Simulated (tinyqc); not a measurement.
Two regimes over temperature: microkinetic model of low-temperature epitaxy from hydride gases: adsorption, hydrogen desorption and rate control. Computed by tinyqc, a small Python program. Command: `OMP_NUM_THREADS=1 python tinyqc.py 3016101 3016102 out.jsonl hepi walk`. One thread of a shared host (Intel(R) Xeon(R) Processor @ 2.30GHz), about 0.01 s of CPU time with the checks.

Each hydride molecule needs two free sites and leaves four hydrogen atoms, of which two leave at once as H2; theta is the hydrogen coverage, the site density is 6.78 per nm^2 and one layer is 1.358 angstrom thick.

Inputs (values chosen for the exercise, close to those used for silane and germane, with second-order desorption as on Si(111) but the site density of Si(001)):
```
quantity                                           value  unit
silane pressure p_S                                  2.1    Pa
sticking prefactor of silane s0                    0.019     -
adsorption barrier E_s                              0.29    eV
desorption prefactor nu_d                        4.6e+11   1/s
desorption energy on silicon E_d                    2.13    eV
hydrogen carrier pressure p_H                          0    Pa
sticking of hydrogen s_H                           4e-08     -
germane pressure p_G                                0.55    Pa
sticking ratio of germane to silane r_G              3.9     -
lowering of E_d per unit germanium fraction, dE     0.37    eV
```

Film: silicon-germanium. Order of hydrogen desorption: second.

Constants: k_B = 8.617333262e-05 eV/K; u = 1.6605390666e-27 kg; k_B = 1.380649e-23 J/K.

Method:
- Flux per site F = p/(sqrt(2 pi M k_B T) x 6.78e18 per m^2), M = 32.12 u (silane), 76.63 u (germane), 2.016 u (hydrogen); s = s0 exp(-E_s/(k_B T)); k_S = s F_S, k_G = r_G s F_G; germanium fraction x = k_G/(k_S + k_G); k = k_S + k_G; k_H = s_H F_H; k_d = nu_d exp(-(E_d - dE x)/(k_B T)).
- With k the hydride and k_H the hydrogen adsorption rate on free pairs and k_d the desorption rate, steady state: 2 (k + k_H)(1 - theta)^2 = k_d theta^2; growth rate R = k (1 - theta)^2 layers/s; 1 layer/s = 8.148 nm/min.
- Temperatures in kelvin are T(C) + 273.15.
- Limits: desorption-limited R = k_d k/(2 (k + k_H)), adsorption-limited R = k.

Growth:
```
T (C)    theta  G (nm/min)  desorption limit (nm/min)  adsorption limit (nm/min)
400    0.98358  2.5946e-03                 2.6820e-03                      9.624
450    0.95547  2.6017e-02                 2.8498e-02                     13.119
500    0.89761  1.7973e-01                 2.2307e-01                     17.144
550    0.79958  8.6938e-01                 1.3598e+00                     21.643
600    0.66500  2.9804e+00                 6.7396e+00                     26.558
650    0.51562  7.4667e+00                 2.8085e+01                     31.824
700    0.37817  1.4454e+01                 1.0107e+02                     37.381
750    0.26834  2.3109e+01                 3.2093e+02                     43.168
800    0.18812  3.2384e+01                 9.1505e+02                     49.131
850    0.13227  4.1578e+01                 2.3766e+03                     55.220
```

What follows from these numbers?

The apparent activation energy of G is 1.93 eV between the first rows and 0.52 eV between the last; full hydrogen cover gives a value near the desorption energy (plus E_s where k_H far exceeds k), a bare surface one near E_s less k_B T/2 from the flux. The coverage passes one half between 650 and 700 C, the knee of the Arrhenius plot.

Extremes, crossings and ranges named in words are read from the listed rows.
